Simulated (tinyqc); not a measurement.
Polytypes and stacking faults of a tetrahedral semiconductor in an axial Ising model with couplings up to third neighbours: one step, computed by the program tinyqc. Command: `OMP_NUM_THREADS=1 python tinyqc.py 3021088 3021089 out.jsonl polytype walk`. One thread of a shared host (Intel(R) Xeon(R) Processor @ 2.30GHz), about 0.01 s of CPU time with the checks.

Each double layer has s = +1 or -1 for the sense of its stacking step; E per pair of atoms = E0 - sum_n J_n <s_i s_(i+n)>, n = 1, 2, 3. Hexagonality h = (1 - <s_i s_(i+1)>)/2.

Question. Stacking-fault energies. Faults in 3C: the sequences intrinsic (-), extrinsic (--), twin boundary (+ turns to -) are put between perfect repeats; k_n = (layers x C_n of the host) - sum_i s_i s_(i+n). gamma = sum k_n J_n/A, A = (sqrt 3/2) a^2; 1 meV/angstrom^2 = 16.02177 mJ/m^2.

Inputs (values chosen for the exercise, of the order of those of silicon for J, a, G and the gaps):
```
quantity                   value      unit
J1                          9.47  meV/pair
J2                        -0.794  meV/pair
J3                         -0.38  meV/pair
basal lattice constant a    3.84  angstrom
```

Host polytype: 3C.

fault coefficients k_n:
```
               J1  J2  J3
intrinsic       4   4   4
extrinsic       4   8   8
twin boundary   2   4   6
```

Constants: 1 eV/angstrom^2 = 16.02176634 J/m^2.

Give: gamma; energy of the glide fault, intrinsic.

Answer.

gamma (mJ/m^2): intrinsic 41.63, extrinsic 35.74, twin boundary 16.92

energy of the glide fault, intrinsic = 41.63 mJ/m^2

The cheapest is the twin boundary fault.
